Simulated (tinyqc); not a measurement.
Sublattice potential against complex hopping: Haldane model. Computed by the program tinyqc. 

Honeycomb lattice:
```
parameter,value
t1 (eV),1.220000
t2 (eV),0.100000
phi (rad),1.580000
```

H_AA = delta - 2 t2 sum cos(k.b + phi), H_BB = -delta - 2 t2 sum cos(k.b - phi), H_AB = -t1 (1 + exp(-i k.a1) + exp(-i k.a2)), b = a1, a2 - a1, -a2, m = 3 sqrt3 t2 sin(phi); the sign of the Chern number follows the orientation k1 then k2.

Gaps at the two valleys (eV) and Chern number of the lower band (12 x 12 mesh):
```
delta,gap 2|delta - m|,gap 2|delta + m|,Chern number
-0.9350,2.9092,0.8308,0
-0.6750,2.3892,0.3108,0
-0.3120,1.6632,0.4152,-1
0.0000,1.0392,1.0392,-1
0.2080,0.6232,1.4552,-1
0.3900,0.2592,1.8192,-1
0.6490,0.2588,2.3372,0
1.0390,1.0388,3.1172,0
```

Here |m| = 0.5196 eV. For |delta| < |m| the two valleys have masses of opposite sign and the Chern number is +/-1; one gap closes at |delta| = |m|, and beyond it the band is trivial.
